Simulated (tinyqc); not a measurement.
# Worked calculation: trench capacitor in an array: capacitance, non-linearity, leakage and relaxation

Numbers from tinyqc (`OMP_NUM_THREADS=1 python tinyqc.py 2102092 2102093 out.jsonl`; about 0.01 s on one thread of a shared Intel Xeon 2.30GHz). Printed values are rounded.

A film between two metal electrodes, each interface adding a series capacitance ci. The small-signal permittivity is ek (1 + aq E^2); the field is found with the linear permittivity. Leakage J = J0 sinh(E/Ef). After a voltage step the film passes a relaxation current kr C V tt^(-nr), tt being the time in seconds. The sidewall is a coaxial capacitor with radii a = dm/2 - t and b = dm/2, depth AR dm; the end face is left out.

Inputs (values chosen for the exercise); permittivity of the order of that of tantalum oxide:
```
symbol    value       unit                                                             meaning
ek         25.9                                              relative permittivity of the film
t             9         nm                                                      film thickness
ci         1000    uF/cm^2  capacitance of each electrode interface (dead layer and screening)
aq        0.012  cm^2/MV^2                     quadratic field coefficient of the permittivity
V           1.8          V                                                                bias
J0      7.2e-11     A/cm^2                                                   leakage prefactor
Ef         0.39      MV/cm                             field for an e-fold rise of the leakage
dm           54         nm                                                diameter of the hole
AR           70                                              aspect ratio, depth over diameter
pt          110         nm                                           pitch of the square array
rho        1800    uohm cm                                  resistivity of the inner electrode
```

Constants: eps0 = 8.8541878128e-14 F/cm where lengths are in cm. Results are converted to the units shown.

## Planar capacitance, field and non-linearity

Planar film: Cf = eps0 ek/t, 1/C = 1/Cf + 2/ci, EOT = 3.9 eps0/C, effective permittivity C t/eps0, E = (V/t) C/Cf; quadratic coefficient [C(V)/C - 1]/V^2 with Cf (1 + aq E^2) in C(V).

Cf = 2.54804 uF/cm^2
C = 2.53512 uF/cm^2
EOT = 1.36212 nm
effective permittivity = 25.7687
E = 1.98986 MV/cm
quadratic coefficient = 14587.1 ppm/V^2
J = 5.91760e-9 A/cm^2

The interfaces take 0.507 % of the voltage.

## Cell capacitance, fields and time constant

Per length 1/c = ln(b/a)/(2 pi eps0 ek) + (1/a + 1/b)/(2 pi ci); cell capacitance c AR dm; per footprint over pt^2; fields c V/(2 pi eps0 ek r) at r = a and b; resistance of the inner electrode rho AR dm/(pi a^2); time constant R C/3 of the distributed line.

a = 18 nm
b = 27 nm
cell capacitance = 13.3628 fF
capacitance per footprint = 110.437 uF/cm^2
field at a = 2.45346 MV/cm
field at b = 1.63564 MV/cm
R = 66.8451 kohm
R C/3 = 297.746 ps

The array gives 43.6 times the planar capacitance per footprint; curvature makes the field at the inner electrode 1.23 times the planar value.
